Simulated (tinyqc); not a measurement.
Worked calculation: LDA (PW92) atom on a uniform radial grid, spin-unpolarised, for Be. Computed by tinyqc, a small Python program that keeps every step. Settings: Z = 4, points = 256, R = 14.8, functional = lda,pw, mixing = 0.6, iteration cap = 81. Command: `OMP_NUM_THREADS=1 python tinyqc.py 23704 23705 out.jsonl` (the two numbers bound the seeds that draw the settings). One thread of a shared host (Intel(R) Xeon(R) Processor @ 2.60GHz), about 0.4 s of CPU time with the checks. Later iterations appear only in the table of the cycle.

## Iteration 1

Spherical atom on a uniform radial grid r_j = j h with h = R/(N + 1), h sum u^2 = 1 and integrals as h times sums, u(0) = u(R) = 0 (atomic units):
```
parameter            value
Z                        4
points N               256
R                14.800000
h                 0.057588
mixing            0.600000
electrons in 1s          2
electrons in 2s          2
```

Three-point differences turn -u''/2 + [l(l+1)/2r^2 - Z/r + V] u = e u into a tridiagonal matrix (diagonal 1/h^2 + potential, off-diagonal -1/2h^2). D = sum f u^2; the Hartree potential y/r solves y'' = -D/r with y(0) = 0, y(R) = N_e; v_xc comes from rho = D/(4 pi r^2); E = sum f e - int D V + int D (V_H/2 + eps_xc); V(new) = V + mixing (V_H + v_xc - V).

eigenvalues (hartree): [-7.896603, -1.993411]

Every 16th grid point:
```
r              V in     u(1s)      u(2s)         D       V_H       v_xc
0.921401   0.000000  0.376830  -0.690778  1.238351  3.601318  -0.542078
1.842802   0.000000  0.019515  -0.703842  0.991548  2.122160  -0.330700
2.764202   0.000000  0.000758  -0.283365  0.160592  1.444643  -0.149597
3.685603   0.000000  0.000026  -0.084564  0.014302  1.085201  -0.061177
4.607004   0.000000  8.47e-07  -0.021676  0.000940  0.868239  -0.023462
5.528405   0.000000  2.63e-08  -0.005065  0.000051  0.723536  -0.008516
6.449805   0.000000  7.95e-10  -0.001112  2.47e-06  0.620174  -0.002952
7.371206   0.000000  2.35e-11  -0.000233  1.09e-07  0.542652  -0.000988
8.292607   0.000000         0  -0.000047  4.48e-09  0.482357  -0.000322
9.214008   0.000000         0  -0.000009  1.75e-10  0.434122  -0.000103
10.135409  0.000000         0  -1.81e-06         0  0.394656  -0.000033
11.056809  0.000000         0  -3.44e-07         0  0.361768   0.000000
11.978210  0.000000         0  -6.44e-08         0  0.333940   0.000000
12.899611  0.000000         0  -1.19e-08         0  0.310087   0.000000
13.821012  0.000000         0  -2.12e-09         0  0.289414   0.000000
14.742412  0.000000         0  -7.61e-11         0  0.271326   0.000000
```

total energy = -13.35838488 hartree

## Iteration 2

As before.

eigenvalues (hartree): [-4.878935, -0.694591]

Every 16th grid point:
```
r              V in     u(1s)      u(2s)         D       V_H       v_xc
0.921401   1.835544  0.461318  -0.406289  0.755769  3.279343  -0.465365
1.842802   1.074876  0.040809  -0.726577  1.059158  2.015262  -0.337416
2.764202   0.777027  0.002929  -0.504907  0.509880  1.425206  -0.211535
3.685603   0.614415  0.000194  -0.268691  0.144390  1.082399  -0.122036
4.607004   0.506866  0.000012  -0.126264  0.031885  0.867870  -0.068045
5.528405   0.429012  7.64e-07  -0.055336  0.006124  0.723489  -0.037134
6.449805   0.370333  4.66e-08  -0.023203  0.001077  0.620168  -0.019904
7.371206   0.324998  2.82e-09  -0.009435  0.000178  0.542651  -0.010498
8.292607   0.289221  1.69e-10  -0.003750  0.000028  0.482357  -0.005458
9.214008   0.260411  1.00e-11  -0.001465  4.29e-06  0.434122  -0.002803
10.135409  0.236774         0  -0.000564  6.36e-07  0.394656  -0.001425
11.056809  0.217061         0  -0.000215  9.21e-08  0.361768  -0.000718
11.978210  0.200364         0  -0.000081  1.30e-08  0.333940  -0.000359
12.899611  0.186052         0  -0.000030  1.77e-09  0.310087  -0.000177
13.821012  0.173649         0  -0.000010  1.95e-10  0.289414  -0.000082
14.742412  0.162796         0  -4.85e-07         0  0.271326   0.000000
```

total energy = -14.14094461 hartree

## Iteration 3

As before.

eigenvalues (hartree): [-4.032535, -0.338610]

Every 16th grid point:
```
r              V in     u(1s)      u(2s)         D       V_H       v_xc
0.921401   2.422604  0.485027  -0.304062  0.655411  3.130703  -0.445387
1.842802   1.436658  0.049859  -0.662658  0.883203  1.936378  -0.319248
2.764202   1.039013  0.004301  -0.560224  0.627738  1.398965  -0.225205
3.685603   0.821984  0.000348  -0.369504  0.273066  1.075505  -0.147619
4.607004   0.682642  0.000027  -0.217816  0.094887  0.866256  -0.094245
5.528405   0.583418  2.10e-06  -0.120836  0.029203  0.723132  -0.059423
6.449805   0.508292  1.60e-07  -0.064659  0.008361  0.620091  -0.037168
7.371206   0.449291  1.21e-08  -0.033809  0.002286  0.542635  -0.023100
8.292607   0.401828  9.12e-10  -0.017402  0.000606  0.482354  -0.014275
9.214008   0.362956  6.84e-11  -0.008855  0.000157  0.434121  -0.008775
10.135409  0.330648         0  -0.004465  0.000040  0.394656  -0.005368
11.056809  0.303454         0  -0.002232  0.000010  0.361768  -0.003266
11.978210  0.280294         0  -0.001101  2.42e-06  0.333940  -0.001970
12.899611  0.260367         0  -0.000523  5.48e-07  0.310087  -0.001161
13.821012  0.243059         0  -0.000213  9.03e-08  0.289414  -0.000617
14.742412  0.227914         0  -0.000011  2.60e-10  0.271326  -0.000086
```

total energy = -14.23855951 hartree

## Convergence

Stop when input and output potentials agree to 1e-7.

Course of the cycle (hartree):
```
iteration             E      e(1s)      e(2s)  largest |V(out) - V(in)|
1          -13.35838488  -7.896603  -1.993411                  6.67e+00
2          -14.14094461  -4.878935  -0.694591                  1.75e+00
3          -14.23855951  -4.032535  -0.338610                  3.95e-01
4          -14.24673515  -3.828391  -0.241653                  8.03e-02
5          -14.24723413  -3.786617  -0.215436                  1.75e-02
6          -14.24726248  -3.779442  -0.208074                  5.04e-03
7          -14.24726439  -3.778600  -0.205862                  2.18e-03
8          -14.24726457  -3.778674  -0.205150                  9.81e-04
9          -14.24726459  -3.778785  -0.204909                  4.04e-04
10         -14.24726459  -3.778845  -0.204824                  1.61e-04
11         -14.24726459  -3.778873  -0.204794                  6.33e-05
12         -14.24726459  -3.778884  -0.204783                  2.49e-05
13         -14.24726459  -3.778889  -0.204779                  9.82e-06
14         -14.24726459  -3.778891  -0.204777                  3.90e-06
15         -14.24726459  -3.778892  -0.204777                  1.55e-06
16         -14.24726459  -3.778892  -0.204776                  6.23e-07
17         -14.24726459  -3.778892  -0.204776                  2.51e-07
18         -14.24726459  -3.778892  -0.204776                  1.01e-07
19         -14.24726459  -3.778892  -0.204776                  4.10e-08
```

Converged in 19 iterations. A uniform grid resolves the cusp poorly: for a bare nucleus this grid gives 1s at -7.89660 against -Z^2/2 = -8 hartree. Before convergence this energy mixes input and output and is not variational, so it may rise towards its limit.
